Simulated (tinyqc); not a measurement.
Carbon nanotube by zone folding, step by step. Values are carried at full precision from step to step, so a last printed digit may differ when a step is redone from the rounded ones.

Circumference C = n a1 + m a2, a = sqrt3 acc; d = a sqrt(n^2 + nm + m^2)/pi; tan(theta) = sqrt3 m/(2n + m); dR = gcd(2n + m, 2m + n); T = t1 a1 + t2 a2 with t1 = (2m + n)/dR, t2 = -(2n + m)/dR, |T| = sqrt3 pi d/dR; N = 2 (n^2 + nm + m^2)/dR hexagons a cell. On cutting line mu = 0 to N - 1 at x = k|T|/(2 pi) the phases are p1 = 2 pi (-t2 mu + m x)/N, p2 = 2 pi (t1 mu - n x)/N, and E = -/+ t |1 + exp(i p1) + exp(i p2)|.

Inputs chosen for the exercise (near those used for carbon; shifted at random, so the results belong to these values and not to a real crystal):
- n = 17 (chiral index)
- m = 17 (chiral index)
- acc = 1.42 angstrom (bond length)
- t = 2.73 eV (hopping)
- mu = 18 (cutting line)
- x = -0.03 (position on the line)

## Geometry

Form d, theta, dR, t1, t2, N and |T|, and (n - m) mod 3.

d = 23.052 angstrom
theta = 30.00 degrees

dR, t1, t2, N: 51  1  -1  34

|T| = 2.460 angstrom
(n - m) mod 3 = 0

A cutting line passes through K: metallic in zone folding; armchair, 68 atoms a cell.

## One point of one line

Form the phases and the energy.

p1, p2 (rad): 3.23214  3.42064

E of the upper band = 2.7976 eV

## Band edges

The three lowest distinct minima of E along the lines, doubled (the transition between mirror bands), against the cone: 2 t acc j/d with j = 1, 2, 4 for semiconducting and 0, 3, 3 for metallic tubes.

Transitions (eV):

| order | zone folding | cone |
|---|---|---|
| 1 | 0.0000 | 0.0000 |
| 2 | 1.0033 | 1.0090 |

For an armchair tube the lines on both sides of K are mirror images, so the first pair stays degenerate. Measured optical lines also hold self-energy and exciton terms.

## The small gap from curvature

Rolling tilts the orbitals and moves K off the line: Eg = (3/4) t (acc/d)^2 |cos(3 theta)| in the estimate used here (misalignment of pi orbitals alone).

gap = 0.0 meV

It vanishes for armchair tubes.

Program tinyqc; command `OMP_NUM_THREADS=1 python tinyqc.py 1480590 1480591 out.jsonl`; about 0.03 s on one thread of a shared Intel(R) Xeon(R) Processor @ 2.30GHz.
